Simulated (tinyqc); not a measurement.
MOSFET in saturation, small-signal circuit and noise: two steps of the calculation.

Bias by the inversion coefficient IC = I/Ispec (charge-based model with velocity saturation; weak inversion below 0.1, strong above 10). Common-source circuit: gm, gds, Cgs, Cgd and Cj at the inner nodes, Rg in series with the gate; quasi-static, no source or drain resistance, no gate-body capacitance, no substrate network, no induced gate noise, so fmax is an upper estimate.

Parameters, values chosen for the exercise:
- L = 130 nm (gate length)
- W = 10 um (total gate width)
- Cox = 1.72 uF/cm^2 (gate capacitance)
- Cov = 0.38 fF/um (overlap and fringe capacitance per side)
- Cj = 0.47 fF/um (drain junction capacitance)
- Rsh = 20 ohm (sheet resistance of the gate)
- Wf = 1 um (finger width)
- Rc = 300 ohm um (gate contact and vertical resistance)
- IC = 0.15 (inversion coefficient)
- f = 0.5 GHz (signal frequency)

Task 1. Capacitances, gate resistance and cut-off frequencies. qs = [sqrt(1 + 4 IC) - 1]/2, Cgs = Cox W L qs (2 qs + 3)/(3 (qs + 1)^2) + Cov W, Cgd = Cov W, Cd = Cj W, Rg = Rsh (Wf/L)/(12 Nf) + Rc/W with Nf = W/Wf fingers (not rounded) contacted at both ends. fT = gm/(2 pi (Cgs + Cgd)), fmax = fT/(2 sqrt(Rg (gds + 2 pi fT Cgd))).

gm = 0.14436343 mS
gds = 0.0024541783 mS

Find: Cgs; Cgd; Cd; Rg; fT; fmax.

Result 1.

Cgs = 6.3133 fF
Cgd = 3.8000 fF
Cd = 4.7000 fF
Rg = 31.282 ohm
fT = 2.2719 GHz
fmax = 26.973 GHz

Overlap and fringe make up 75.1 % of the gate capacitance; fmax is 11.9 times fT.

Task 2. Admittance matrix. Inner admittances at w = 2 pi f: y11 = i w (Cgs + Cgd), y12 = -i w Cgd, y21 = gm - i w Cgd, y22 = gds + i w (Cgd + Cd). Invert to Z, add Rg to Z11 and invert back to Y.

gm = 0.14436343 mS
gds = 0.0024541783 mS
Cgs = 6.3133310 fF
Cgd = 3.8 fF
Cd = 4.7 fF
Rg = 31.282051 ohm

Find: inner y; Y with Rg.

Result 2.

inner y (mS):
```
                1               2
1  0.0000+0.0318i  0.0000-0.0119i
2  0.1444-0.0119i  0.0025+0.0267i
```

Y with Rg (mS):
```
                1               2
1  0.0000+0.0318i  0.0000-0.0119i
2  0.1444-0.0121i  0.0025+0.0268i
```

Numbers from tinyqc (`OMP_NUM_THREADS=1 python tinyqc.py 2150058 2150059 out.jsonl`; about 0.01 s on one thread of a shared Intel Xeon 2.30GHz).
